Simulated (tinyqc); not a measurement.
Dopants and charged point defects at anneal temperature: Fermi-level effect, clustering and pairing. Changing the active dopant density in the stored part N_2. Computed by tinyqc, a small Python program. Command: `OMP_NUM_THREADS=1 python tinyqc.py 3022154 3022155 out.jsonl pairing sweep`. One thread of a shared host (Intel(R) Xeon(R) Processor @ 2.30GHz), about 0.01 s of CPU time with the checks.

Boltzmann statistics and full ionisation of active dopants. Energies are counted from the valence band; the defect (a vacancy or self-interstitial) has five charge states, with all degeneracy factors one.

Inputs (values chosen for the exercise, with bands modelled on InP):
```
quantity,value,unit
site density N_s,4.7e+22,cm^-3
pair binding energy E_b,0.56,eV
pair configurations Z,1,-
storage temperature T_2,330,K
impurity diffusion prefactor D_0,0.0047,cm^2/s
impurity migration energy E_m,0.41,eV
dielectric constant eps,12.3,-
```

Dopant: donor. Second part: pairing with a mobile impurity.

Constants: k_B = 8.617333262e-05 eV/K; e^2/(4 pi eps_0) = 14.39964548 eV angstrom.

Method. An oppositely charged mobile impurity (density M) pairs with the dopant: pairs/free = Z (N_2/N_s) exp(E_b/k_B T_2) for M << N_2; capture radius R = e^2/(4 pi eps eps_0 k_B T_2); D_m = D_0 exp(-E_m/k_B T_2); association rate 4 pi R D_m N_2; dissociation rate = association rate/(pairs/free); tau = 1/(sum of both). Trapping slows long-range motion to D_m/(1 + pairs/free).

One run for each value:
```
active dopant density in the stored part N_2 (cm^-3),pairing time constant (s),paired share,effective diffusivity of the impurity (cm^2/s)
1.00e+14,3.2408e-01,0.43150,1.4631e-09
5.00e+14,1.1889e-01,0.79145,5.3673e-10
3.00e+15,2.3982e-02,0.95793,1.0827e-10
1.00e+16,7.4129e-03,0.98700,3.3467e-11
7.00e+16,1.0709e-03,0.99812,4.8349e-12
4.00e+17,1.8770e-04,0.99967,8.4742e-13
2.00e+18,3.7551e-05,0.99993,1.6953e-13
1.00e+19,7.5105e-06,0.99999,3.3908e-14
```

Over the rows, pairing time constant (s) falls from 0.324 to 7.51e-6 (exponent d ln y / d ln x -0.62 between the first rows and -1.00 between the last); paired share rises from 0.432 to 1.000; effective diffusivity of the impurity (cm^2/s) falls from 1.46e-9 to 3.39e-14 (exponent d ln y / d ln x -0.62 between the first rows and -1.00 between the last). At the high end the exponent of pairing time constant is -1.00, close to -1: association is diffusion-limited, rate 4 pi R D N_2.
